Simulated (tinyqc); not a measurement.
Which single mass stands for the valley: donor in an ellipsoidal valley (Kohn-Luttinger variational method). Computed by tinyqc, a small Python program. Command: `OMP_NUM_THREADS=1 python tinyqc.py 3005809 3005810 out.jsonl kohnlutt walk`. One thread of a shared host (Intel(R) Xeon(R) Processor @ 2.30GHz), about 0.04 s of CPU time with the checks.

H = -(d^2/dx^2 + d^2/dy^2) - gamma d^2/dz^2 - 2/r in units built on m_t, with gamma = m_t/m_l and z along the valley axis. One valley; no valley-orbit or central-cell term.

Inputs (values chosen for the exercise, modelled on GaP): transverse mass m_t = 0.248 m_0; longitudinal mass m_l = 1.22 m_0; dielectric constant eps = 10.7.

Constants: Ry = 13.605693123 eV; a_0 = 0.529177210903 angstrom.

Method:
- Ry* = Ry m_t/eps^2, a* = a_0 eps/m_t, gamma = m_t/m_l.
- Trial function exp(-sqrt((x^2 + y^2)/a^2 + z^2/b^2)) with beta = b/a < 1: E = t/a^2 - u/a, t = (2 + gamma/beta^2)/3, u = 2 arcsin(sqrt(1 - beta^2))/sqrt(1 - beta^2); the best a is 2 t/u and E(beta) = -u^2/(4 t).
- Golden-section search on beta from 0.05 to 0.999, 60 steps.
- Gaussian basis: g = P exp(-al (x^2 + y^2) - be z^2) with P = 1 (s-like), z (2p0) or x (2p+-); al = 0.004 x 2.6^k, k = 0..11, and be/al = 1, gamma^(-1/2) or 1/gamma (36 functions); 1/r = (2/sqrt(pi)) int exp(-t^2 r^2) dt by 48 Gauss-Legendre points after t = sqrt(al_i + al_j) tan(theta); overlap eigenvalues below 1e-10 are dropped.
- A hydrogenic level is Ry m/eps^2 for one mass m; errors are against the Gaussian basis.

gamma = 0.203279

1s binding energy, Gaussian basis = 46.4447 meV

1s binding energy, trial function = 46.3804 meV

1s binding energy:

| rule | mass (m_0) | binding (meV) | error (%) |
|---|---|---|---|
| transverse mass | 0.2480 | 29.47 | -36.54 |
| conductivity mass 3/(2/m_t + 1/m_l) | 0.3377 | 40.13 | -13.60 |
| density-of-states mass (m_t^2 m_l)^(1/3) | 0.4218 | 50.12 | 7.92 |
| longitudinal mass | 1.2200 | 144.98 | 212.16 |
| trial function with a and b | - | 46.38 | -0.14 |
| mass that fits 1s | 0.3908 | 46.44 | 0.00 |

What does the comparison show, and why?

The conductivity mass, which is what a spherical trial function (a = b) gives, falls short by 13.6 %, as a restricted variational bound must; the density-of-states mass is off by +7.9 %. The mass that fits lies between the two.

Extremes, crossings and ranges named in words are read from the listed rows.
